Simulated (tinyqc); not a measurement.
Coupled-perturbed Hartree-Fock on RHF in the sto-3g basis, for H4, spin multiplicity 1, step by step. One step of it, computed by the program tinyqc.

Question. Iteration 1: building the Fock matrix. J_ij = sum D_kl (ij|kl), K_ij = sum D_kl (ik|jl); F = H + J - 0.5 K; E = tr D H + tr D J / 2 - 0.25 tr D K + E_nn.

D at the start, order 1H 1s, 2H 1s, 3H 1s, 4H 1s:
$$\begin{pmatrix}
0.587311 & 0.600839 & -0.172658 & -0.385905 \\
0.600839 & 0.762530 & 0.147765 & -0.172658 \\
-0.172658 & 0.147765 & 0.762530 & 0.600839 \\
-0.385905 & -0.172658 & 0.600839 & 0.587311
\end{pmatrix}$$

core Hamiltonian H = T + V (hartree), order 1H 1s, 2H 1s, 3H 1s, 4H 1s:
$$\begin{pmatrix}
-1.418806 & -1.003507 & -0.199729 & -0.034410 \\
-1.003507 & -1.685544 & -0.792572 & -0.199729 \\
-0.199729 & -0.792572 & -1.685544 & -1.003507 \\
-0.034410 & -0.199729 & -1.003507 & -1.418806
\end{pmatrix}$$

Two-electron integrals (ij|kl) in chemists' order, unique and non-zero (hartree):
```
(11|11) 0.774606   (21|11) 0.331566   (21|21) 0.178346   (22|11) 0.493616
(22|21) 0.331566   (22|22) 0.774606   (31|11) 0.042192   (31|21) 0.025332
(31|22) 0.054269   (31|31) 0.004411   (32|11) 0.133408   (32|21) 0.091896
(32|22) 0.229685   (32|31) 0.019046   (32|32) 0.093344   (33|11) 0.246221
(33|21) 0.166208   (33|22) 0.420088   (33|31) 0.042192   (33|32) 0.229685
(33|33) 0.774606   (41|11) 0.005165   (41|21) 0.003293   (41|22) 0.007516
(41|31) 0.000641   (41|32) 0.002977   (41|33) 0.007516   (41|41) 0.000101
(42|11) 0.025381   (42|21) 0.017110   (42|22) 0.042192   (42|31) 0.003777
(42|32) 0.019046   (42|33) 0.054269   (42|41) 0.000641   (42|42) 0.004411
(43|11) 0.106539   (43|21) 0.068932   (43|22) 0.166208   (43|31) 0.017110
(43|32) 0.091896   (43|33) 0.331566   (43|41) 0.003293   (43|42) 0.025332
(43|43) 0.178346   (44|11) 0.170806   (44|21) 0.106539   (44|22) 0.246221
(44|31) 0.025381   (44|32) 0.133408   (44|33) 0.493616   (44|41) 0.005165
(44|42) 0.042192   (44|43) 0.331566   (44|44) 0.774606
```

nuclear repulsion = 2.21870875 hartree

Give: Coulomb J; exchange K; Fock matrix F; total energy of this density.

Answer.

Coulomb J (hartree), order 1H 1s, 2H 1s, 3H 1s, 4H 1s:
$$\begin{pmatrix}
1.6580 & 0.9440 & 0.1665 & 0.0258 \\
0.9440 & 1.9724 & 0.7400 & 0.1665 \\
0.1665 & 0.7400 & 1.9724 & 0.9440 \\
0.0258 & 0.1665 & 0.9440 & 1.6580
\end{pmatrix}$$

exchange K (hartree), order 1H 1s, 2H 1s, 3H 1s, 4H 1s:
$$\begin{pmatrix}
0.9814 & 0.8491 & 0.1695 & -0.0256 \\
0.8491 & 1.1989 & 0.5395 & 0.1695 \\
0.1695 & 0.5395 & 1.1989 & 0.8491 \\
-0.0256 & 0.1695 & 0.8491 & 0.9814
\end{pmatrix}$$

Fock matrix F (hartree), order 1H 1s, 2H 1s, 3H 1s, 4H 1s:
$$\begin{pmatrix}
-0.2515 & -0.4841 & -0.1179 & 0.0042 \\
-0.4841 & -0.3125 & -0.3224 & -0.1179 \\
-0.1179 & -0.3224 & -0.3125 & -0.4841 \\
0.0042 & -0.1179 & -0.4841 & -0.2515
\end{pmatrix}$$

total energy of this density = -2.116908 hartree
